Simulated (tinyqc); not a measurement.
Inside a calculation. Model: space-charge-limited current with shallow traps.

Program tinyqc, `OMP_NUM_THREADS=1 python tinyqc.py 2370146 2370147 out.jsonl`; Intel Xeon 2.30GHz, shared host, one thread, about 0.01 s. Printed values are rounded.

One carrier type, drift only, an injecting contact at x = 0 (zero field) and thickness L. The share th = y/(1 + y), y = (Nc/Nt) exp(-Et/kB T), of the injected charge is free: J = q mu n F, eps0 eps_r dF/dx = q (n - n0)/th.

Inputs (values chosen for the exercise):
```
symbol   value        unit                              meaning
T          350           K                          temperature
eps_r      5.8                            relative permittivity
mu         6.1  cm^2/(V s)                             mobility
L         3400          nm                            thickness
Nc      6.5e19       cm^-3               band density of states
Nt      7.9e15       cm^-3                         trap density
Et        0.54          eV                           trap depth
n0       6.8e9       cm^-3  free carrier density in equilibrium
V          5.3           V                              voltage
```

Constants: q = 1.602176634e-19 C, kB = 1.380649e-23 J/K, Vt = kB T/q, eps0 = 8.8541878128e-14 F/cm where lengths are in cm. Results are converted to the units shown.

Range of the model: Diffusion and a field-dependent mobility are left out. With injecting contacts the diffusion current, about 4 pi^2 Vt th eps0 eps_r mu V/L^3, equals the Mott-Gurney current at V = 35 kB T/q (0.9 V at 300 K), so the drift-only result needs V well above that.

## Limits and characteristic voltages

Ohmic J = q n0 mu V/L; Mott-Gurney J = (9/8) th eps0 eps_r mu V^2/L^3; they cross at Vx = 8 q n0 L^2/(9 th eps0 eps_r); traps fill at V_TFL = q Nt L^2/(2 eps0 eps_r).

th = 1.379014e-4
ohmic J = 1.035967e-4 A/cm^2
Mott-Gurney J = 3.473303e-4 A/cm^2
Vx = 1.580809 V
V_TFL = 142.4586 V

## The exact current

Exact: with u = n0/n(L), w = -u - ln(1 - u) and v = -u - u^2/2 - ln(1 - u), V = (q n0 L^2/(th eps0 eps_r)) v/w^2 and J = q^2 n0^2 mu L/(th eps0 eps_r w). v/w^2 falls steadily with u, so u follows by bisection.

v/w^2 = 2.980191
u = 0.3511793
w = 0.08141957
J = 4.269463e-4 A/cm^2
exit field over V/L = 1.447292

J is 5.3 % below the plain sum of the two limits; the exit field lies between the ohmic 1 and the Mott-Gurney 1.5.
